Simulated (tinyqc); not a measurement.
Three ways to the same curve: density of states of one tight-binding band of a chain.

E(k) = -2 t cos(2 pi k) - 2 t2 cos(4 pi k); k in fractions of the reciprocal vectors, mesh k_i = j/N with j = 0 .. N-1. Densities are per cell and per spin, so the band holds one state.

Each interval of the mesh is a segment with E linear in k: n = (E - e1)/(e2 - e1), g = 1/(e2 - e1) between its end values.

Gaussian broadening: g(E) = mean over the mesh of exp(-(E - E_k)^2/(2 sigma^2))/(sigma sqrt(2 pi)), n(E) = mean of erfc((E_k - E)/(sigma sqrt 2))/2.

Inputs chosen for the exercise:
- t = 0.55 eV (nearest hopping)
- t2 = 0.01 eV (second hopping)
- N2 = 24 (mesh points along each axis in this comparison)
- sigma = 0.055 eV (Gaussian width)

N = N2 here; the reference is the linear method with N = 4000.

g(E) (1/eV):
```
E (eV)  reference  linear segments  Gaussian, sigma  Gaussian, sigma/4  reference n(E)
-0.919      0.487            0.451            0.472              0.016           0.189
-0.719      0.366            0.350            0.344              0.000           0.272
-0.519      0.319            0.306            0.562              0.753           0.340
-0.319      0.297            0.306            0.389              0.002           0.401
-0.119      0.289            0.290            0.041              0.000           0.460
0.081       0.291            0.295            0.327              0.000           0.518
0.281       0.303            0.295            0.562              0.751           0.577
0.481       0.330            0.323            0.218              0.000           0.640
0.681       0.384            0.383            0.182              0.000           0.711
0.881       0.520            0.506            0.434              0.000           0.799
```

Root-mean-square errors against the reference: 0.0147 for linear segments, 0.1608 for sigma and 0.3908 for sigma/4. The narrow Gaussian is worse than the wide one, because it resolves the separate mesh levels. The reference is highest at 0.881 eV of the energies listed, and half filling lies between -0.119 and 0.081 eV.

Computed by tinyqc, a small Python program: `OMP_NUM_THREADS=1 python tinyqc.py 1680201 1680202 out.jsonl` (the numbers bound the seed that draws the inputs); one thread of a shared host (Intel(R) Xeon(R) Processor @ 2.30GHz), about 0.01 s for the whole set of steps.
